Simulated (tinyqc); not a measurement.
Inside a calculation. Model: hot electrons in a saturated n-channel MOSFET, lucky-electron model.

Program tinyqc, `OMP_NUM_THREADS=1 python tinyqc.py 2550152 2550153 out.jsonl`; Intel Xeon 2.30GHz, shared host, one thread, about 0.01 s. Printed values are rounded.

Beyond pinch-off the lateral field grows as Esat cosh(y/l) over the velocity-saturated region (pseudo-two-dimensional model). Impact ionisation in this region gives the substrate current, which biases the body forward through Rsub. Currents are per width. Local-field laws: they overstate ionisation when the field peak is narrower than an energy relaxation length.

Values chosen for this exercise; values close to those of silicon n-channel devices:
```
symbol   value        unit                                   meaning
L          0.5          um                            channel length
tox         12          nm                           oxide thickness
xj         160          nm                            junction depth
VT        0.52           V                                 threshold
mu         370  cm^2/(V s)                        effective mobility
vs       8.7e6        cm/s                       saturation velocity
Ai         2e6        1/cm                      ionisation prefactor
Bi        1.78       MV/cm                          ionisation field
Rd         200      ohm um     resistance of the lightly doped drain
Rsub     20000      ohm um                      substrate resistance
kb         0.5              fall of VT per volt of forward body bias
lm         7.1          nm               hot-electron mean free path
pb         3.2           V                             oxide barrier
Cg      0.0021                         prefactor of the gate current
m          2.8                                     lifetime exponent
Hl       11000     s uA/um                         lifetime constant
Vd         3.7           V                             drain voltage
Vg         2.1           V                              gate voltage
```

Constants: eps0 = 8.8541878128e-14 F/cm where lengths are in cm. Results are converted to the units shown.

## Length and field scales

Cox = 3.9 eps0/tox, l = sqrt(3 tox xj), Esat = 2 vs/mu.

Cox = 0.287761 uF/cm^2
l = 75.8947 nm
Esat = 0.0470270 MV/cm
Esat L = 2.35135 V

## Iteration 1: body bias from the substrate current

Vb at the start = 0 V

Cox = 3.9 eps0/tox. Overdrive g = Vg - VT + kb Vb; Vdsat = g Esat L/(g + Esat L); Id = Cox vs (g - Vdsat); dV = Vd - Id Rd - Vdsat; Em = sqrt((dV/l)^2 + Esat^2); Isub = Id (Ai/Bi) l Em exp(-Bi/Em). Vb(new) = Rsub Isub.

Vdsat = 0.945002 V
Id = 158.973 uA/um
dV = 2.72320 V
Em = 0.361882 MV/cm
Isub = 3.58538 uA/um
Vb after iteration 1 = 0.0717077 V

## Iteration 2: body bias from the substrate current

As before.

Vdsat = 0.957712 V
Id = 164.767 uA/um
dV = 2.70933 V
Em = 0.360070 MV/cm
Isub = 3.60707 uA/um
Vb after iteration 2 = 0.0721413 V

## Course of the iteration: body bias from the substrate current

Stop when Vb changes by less than 1e-9 V, or after 60 iterations.

Course of the iteration:

| iteration | Vb (V) | \|change\| (V) |
|---|---|---|
| 1 | 0.0717077 | 0.0717 |
| 2 | 0.0721413 | 4.34e-4 |
| 3 | 0.0721438 | 2.47e-6 |
| 4 | 0.0721438 | 1.41e-8 |
| 5 | 0.0721438 | 8.04e-11 |

Converged in 5 iterations. At the end each change is about 0.0057 times the one before: linear convergence.

## Gate current, lifetime and channel shortening

Id = 164.803 uA/um
dV = 2.70925 V
Em = 0.360059 MV/cm
Isub = 3.60719 uA/um

Ig = Cg Id exp(-pb/(lm Em)); lifetime tau = (Hl/Id)(Isub/Id)^(-m); length of the saturated region dL = l ln[(dV/l + Em)/Esat]. 1 year = 3.15576e7 s.

Isub/Id = 0.0218879
Ig = 1.26737 pA/um
tau = 0.0939184 years
dL = 206.768 nm

The lifetime misses ten years. Integrating Ai exp(-Bi/E) over the cosh profile gives Isub/Id = 0.0189, so the closed form is 16 % above it.
